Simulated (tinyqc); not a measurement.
## Gate voltage for a given inversion charge

Inverse problem. p-type body, charge-sheet picture, depletion and inversion only, full ionisation (an idealisation for deep acceptors), Boltzmann statistics (rough once Na exp(x - xn) passes about Nc/7). In units of Vt: xg = (Vg - Vfb)/Vt, x = psi/Vt, G = gamma/sqrt(Vt), xn = (2 phiF + Vc)/Vt. The implicit equation is (xg - x)^2 = G^2 [x - 1 + exp(x - xn)] for x above about 3. Cox = eps0 eox/tox. ni = sqrt(Nc Nv) exp(-Eg/(2 Vt)), Eg in volts; phiF = Vt ln(Na/ni); gamma = sqrt(2 q eps0 eps_r Na)/Cox. N_inv = (Cox Vt G/q) [sqrt(x - 1 + exp(x - xn)) - sqrt(x - 1)]. Find x - xn, psi and Vg.

Inputs (values chosen for the exercise); band and dielectric values close to those of silicon: temperature T = 400 K; band gap Eg = 1.1 eV; relative permittivity eps_r = 11.7; conduction-band density of states at T Nc = 4.31e19 cm^-3; valence-band density of states at T Nv = 4.02e19 cm^-3; relative permittivity of the gate insulator (close to zirconium oxide) eox = 24.7; insulator thickness tox = 45 nm; acceptor density Na = 2.9e17 cm^-3; flat-band voltage Vfb = -0.82 V; channel-body voltage Vc = 0.5 V.

Constants: q = 1.602176634e-19 C, kB = 1.380649e-23 J/K, Vt = kB T/q, eps0 = 8.8541878128e-14 F/cm where lengths are in cm. Results are converted to the units shown.

N_inv = 1.4e11 cm^-2

Answer. N_inv rises steadily with x, so it fixes x; the implicit equation then gives xg directly.

x - xn = 1.588
psi = 1.312 V
Vg = 1.260 V

Numbers from tinyqc (`OMP_NUM_THREADS=1 python tinyqc.py 2122010 2122011 out.jsonl`; about 0.01 s on one thread of a shared Intel Xeon 2.30GHz).
